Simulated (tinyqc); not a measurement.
Which substrate gives the strongest standing wave: standing waves and exposure in a photoresist film.

Inputs chosen for the exercise:
- lam = 248 nm (vacuum wavelength)
- n1 = 1.748 (resist index)
- A = 0.13 1/micrometre (bleachable absorption (Dill A))
- B = 0.72 1/micrometre (fixed absorption (Dill B))

r12 = (N1 - Ns)/(N1 + Ns) with N1 = n1 + i (A + B) lam/(4 pi), lam in micrometres, and Ns = ns + i ks chosen for the exercise, each substrate thick; contrast 2|r|/(1 + |r|^2); the intensity at the interface relative to the forward wave is |1 + r12|^2.

Cases:

| case | ns | ks |
|---|---|---|
| near W | 3.420 | 2.820 |
| near polySi | 1.664 | 2.747 |
| near Si3N4 | 2.245 | 0.005 |
| near Si | 1.563 | 3.561 |
| near Cu | 1.490 | 1.746 |

Rank the cases by |r12|^2, lowest first.

Answer: near Si3N4, near Cu, near W, near polySi, near Si.

Results:

| case | ns | ks | \|r12\|^2 | contrast | phase (degrees) | \|1 + r12\|^2 |
|---|---|---|---|---|---|---|
| near W | 3.420 | 2.820 | 0.3065 | 0.848 | -149.6 | 0.352 |
| near polySi | 1.664 | 2.747 | 0.3870 | 0.897 | -127.2 | 0.634 |
| near Si3N4 | 2.245 | 0.005 | 0.0155 | 0.245 | 178.3 | 0.767 |
| near Si | 1.563 | 3.561 | 0.5301 | 0.952 | -134.2 | 0.514 |
| near Cu | 1.490 | 1.746 | 0.2249 | 0.774 | -110.1 | 0.899 |

The strongest reflector is the case near Si (0.530) and the weakest near Si3N4 (0.0155). The intensity at the interface depends on the phase too: it is lowest for the case near W (0.352, phase -150 degrees) and highest for near Cu (0.899); a strong reflector with a phase of 180 degrees would put a node there.

Computed by tinyqc, a small Python program: `OMP_NUM_THREADS=1 python tinyqc.py 1650442 1650443 out.jsonl` (the numbers bound the seed that draws the inputs); one thread of a shared host (Intel(R) Xeon(R) Processor @ 2.30GHz), about 0.01 s for the whole set of steps.
